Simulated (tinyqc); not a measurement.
On-chip interconnect, size-dependent resistivity and RC delay: one step of the calculation.

A rectangular line between two neighbours and two ground planes. Surface and grain-boundary scattering are added to the bulk resistivity as corrections; capacitances are parallel-plate values without fringing; inductance is ignored.

Problem. Node voltages after a time step. A 1 V step is applied behind Rd at t = 0. C dv/dt = -G v + b, with G the conductance matrix of the ladder (1/Rs between neighbours, 1/Rd added at node 0) and b = (1 V/Rd, 0, ...). Trapezoidal step: (C/dt + G/2) v(new) = (C/dt - G/2) v + b.

Values chosen for this exercise: driver resistance Rd = 490 ohm; time step dt = 86 ps.

Rs = 7153.0753 ohm

| node | C (fF) | v at t = 1 dt (V) |
|---|---|---|
| 0 | 1.2979807 | 1.9095923 |
| 1 | 2.5959615 | 1.0021298 |
| 2 | 2.5959615 | 0.5274268 |
| 3 | 2.5959615 | 0.2804876 |
| 4 | 2.5959615 | 0.1546742 |
| 5 | 2.5959615 | 0.0956552 |
| 6 | 1.3659807 | 0.0779439 |

Give: v at t = 2 dt.

Solution.

| node | v at t = 2 dt (V) |
|---|---|
| 0 | 0.0953 |
| 1 | 0.6820 |
| 2 | 0.6978 |
| 3 | 0.5593 |
| 4 | 0.4201 |
| 5 | 0.3287 |
| 6 | 0.2967 |

Range of the model: The metal width is under the mean free path, where the thick-limit surface term and the simple sum of corrections lose accuracy.

tinyqc, about 0.01 s, one thread, Intel Xeon 2.30GHz (shared host): `OMP_NUM_THREADS=1 python tinyqc.py 2100008 2100009 out.jsonl`
